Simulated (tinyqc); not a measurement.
What moves the results: sp3s* tight binding. A value that a table varies takes the place of the one given here.

sp3s* tight binding, nearest neighbours only: anion (a) at 0, cation (c) at a/4 (1,1,1), orbitals s, px, py, pz, s* on each; k in units of 2 pi/a. With phases e_j = exp(i (pi/2) k.n_j) for n = (1,1,1), (1,-1,-1), (-1,1,-1), (-1,-1,1): g0 = (e1+e2+e3+e4)/4, g1 = (e1+e2-e3-e4)/4, g2 = (e1-e2+e3-e4)/4, g3 = (e1-e2-e3+e4)/4. The diagonal holds the levels Esa, Epa, Exa (s*) and Esc, Epc, Exc. Anion-cation block: <sa|sc> = Vss g0; <sa|xc> = Vsapc g1; <xa|sc> = -Vscpa g1; <xa|xc> = Vxx g0; <xa|yc> = <ya|xc> = Vxy g3, <xa|zc> = <za|xc> = Vxy g2, <ya|zc> = <za|yc> = Vxy g1; <s*a|xc> = Vxapc g1; <xa|s*c> = -Vpaxc g1; y and z take g2 and g3 in place of g1; s-s* and s*-s* vanish.

Inputs chosen for the exercise (near a published set for GaAs, fitted to gaps, whose masses and valley positions are rough; not measured data):
- Esa = -8.344 eV (s level of the anion)
- Epa = 1.039 eV (p level of the anion)
- Esc = -2.651 eV (s level of the cation)
- Epc = 3.675 eV (p level of the cation)
- Exa = 8.568 eV (s* level of the anion)
- Exc = 6.734 eV (s* level of the cation)
- Vss = -6.458 eV (s-s)
- Vxx = 1.953 eV (px-px)
- Vxy = 5.08 eV (px-py)
- Vsapc = 4.485 eV (s anion, p cation)
- Vscpa = 5.772 eV (s cation, p anion)
- Vxapc = 4.834 eV (s* anion, p cation)
- Vpaxc = 4.813 eV (p anion, s* cation)
- eta = 2 (scaling exponent)
- D001 = 0.94 (ratio -ezz/exx)

## What the s* orbital does

The s* couplings Vxapc and Vpaxc are scaled by f; f = 0 is the plain sp3 model. Gaps from the top of the valence band at Gamma; the Delta value is the minimum on (x,0,0), 0.5 <= x <= 1.

Gaps (eV):
```
f      Gamma   Delta       L  x of the minimum
0.00  1.5591  4.0673  2.9039             0.500
0.25  1.5591  3.9434  2.7946             0.500
0.50  1.5591  3.6311  2.5069             0.500
0.75  1.5591  3.0544  2.1186             1.000
0.90  1.5591  2.4460  1.8638             1.000
1.00  1.5591  2.0348  1.6903             1.000
1.10  1.5591  1.6215  1.5155             1.000
```

The gap at Gamma stays, since g1 to g3 vanish there. From f = 0 to 1 the s* levels lower the Delta value by 2.032 eV and L by 1.214 eV. For f = 0, 0.25 and 0.5 the least value lies at x = 0.5, the end of the range: any valley further out lies above that value until s* has lowered it enough. The lowest of the three is Gamma at both f = 0 and f = 1.

## Hydrostatic strain (sp3s* tight binding, strained)

Strain e moves each bond vector to d = (1 + e) d0 (no internal displacement for the diagonal strains used here) and k is given in fractions of the strained reciprocal cell, so the phases stay. Two-centre values Vss_sigma = Vss/4, Vsp_sigma = sqrt3 V/4 for each s-p and s*-p pair, Vpp_sigma = (Vxx + 2 Vxy)/4, Vpp_pi = (Vxx - Vxy)/4 are scaled by (d0/d)^eta and combined with the new direction cosines; the levels on the diagonal stay.

exx = eyy = ezz = e. Gaps as measured from the top of the valence band; the deformation potentials are (gap(0.01) - gap(-0.01))/0.06.

Gaps (eV):
```
e       Gamma   Delta       L  x of the minimum
-0.03  2.0348  2.0208  1.9170             1.000
-0.02  1.8707  2.0250  1.8388             1.000
-0.01  1.7123  2.0296  1.7633             1.000
0.00   1.5591  2.0348  1.6903             1.000
0.01   1.4111  2.0405  1.6199             1.000
0.02   1.2679  2.0465  1.5519             1.000
0.03   1.1295  2.0530  1.4864             1.000
```

gap deformation potentials (eV): Gamma -5.020, Delta 0.181, L -2.390

Per unit of volume strain the gaps move by -5.02 (Gamma), +0.18 (Delta) and -2.39 eV (L). The lowest valley changes from L to Gamma between e = -0.02 and -0.01. These potentials follow from the one exponent eta, which fitted models replace by one for each integral; with it the sizes are rough, the sign for Delta can be wrong (in Si, Ge and the III-V crystals measured values are small and positive), and the pressures at which valleys cross, and which valley takes over, are rough too. A gap of zero, where one is listed, marks an s level that has sunk below the valence top.

## Biaxial strain splits the top of the valence band (sp3s* tight binding, strained)

No spin-orbit coupling; k = 0; exx = eyy = e, ezz = -D001 e. The four bonds keep equal lengths, and the sums over them give Vxx(e) for px and py and Vzz(e) for pz; each level is the lower root of [[Epa, V], [V, Epc]], and the s level the upper root of the s block. The shear potential b follows from E(x,y) - E(z) = 3 b (exx - ezz), taken as the slope between e = -0.005 and 0.005.

Couplings and levels at Gamma (eV):
```
e           ezz  Vxx(e)  Vzz(e)   E(x,y)     E(z)  E(x,y) - E(z) (meV)  upper s level
-0.020   0.0188  1.8452  2.2502   0.0894  -0.2508                340.2         1.6425
-0.010   0.0094  1.9001  2.0999   0.0445  -0.1223                166.8         1.6015
-0.005   0.0047  1.9268  2.0260   0.0225  -0.0600                 82.6         1.5808
0.005   -0.0047  1.9787  1.8808  -0.0205   0.0603                -80.8         1.5391
0.010   -0.0094  2.0039  1.8095  -0.0415   0.1184               -159.8         1.5180
0.020   -0.0188  2.0528  1.6696  -0.0825   0.2299               -312.4         1.4755
```

b = -2.807 eV

Under tension in the plane (e > 0) the bonds tilt towards the plane, Vxx grows to 2.0039 and Vzz falls to 1.8095 eV at e = 0.01, and the pz state forms the top of the valence band, by 159.8 meV; under compression (e = -0.01) the px, py pair does, by 166.8 meV. The slope gives b = -2.81 eV, a rough value, since on-site strain terms are left out (measured values lie near -2 eV).

## What each parameter does

Gaps from the top of the valence band at Gamma; Delta is the minimum on (x,0,0), 0.5 <= x <= 1. Each row changes one parameter from the base and keeps the others.

Results:
```
case              Ev (eV)  gap Gamma (eV)  gap Delta (eV)  gap L (eV)
base               0.0009          1.5591          2.0348      1.6903
Vxx = 1.753 eV     0.1638          1.3962          1.8719      1.4994
Esa = -8.144 eV    0.0009          1.6194          2.0567      1.7203
Vxy = 4.88 eV      0.0009          1.5591          2.0348      1.7471
Exc = 6.434 eV     0.0009          1.5591          2.0348      1.6706
Vxapc = 4.634 eV   0.0009          1.5591          2.2053      1.7349
Exa = 8.768 eV     0.0009          1.5591          2.0971      1.7061
```

The largest shifts from the base row, up to three for each result and ties (the steps differ in size, so this ranks the rows, not the parameters). Ev (eV): Vxx +0.1629; unchanged at the printed digits by Esa, Vxy, Exc, Vxapc and Exa. gap Gamma (eV): Vxx -0.1629, Esa +0.0603; unchanged at the printed digits by Vxy, Exc, Vxapc and Exa. gap Delta (eV): Vxapc +0.1705, Vxx -0.1629, Exa +0.0623; unchanged at the printed digits by Vxy and Exc. gap L (eV): Vxx -0.1909, Vxy +0.0568, Vxapc +0.0446. Vxy, Exc, Vxapc and Exa cannot move Ev or the gap at Gamma, whose blocks do not hold them; s parameters never move Ev, and move the gap only where the lowest empty level at Gamma is s-like.

(tinyqc, `OMP_NUM_THREADS=1 python tinyqc.py 1450159 1450160 out.jsonl`, Intel(R) Xeon(R) Processor @ 2.30GHz, 1 thread, shared host, about 0.1 s.)
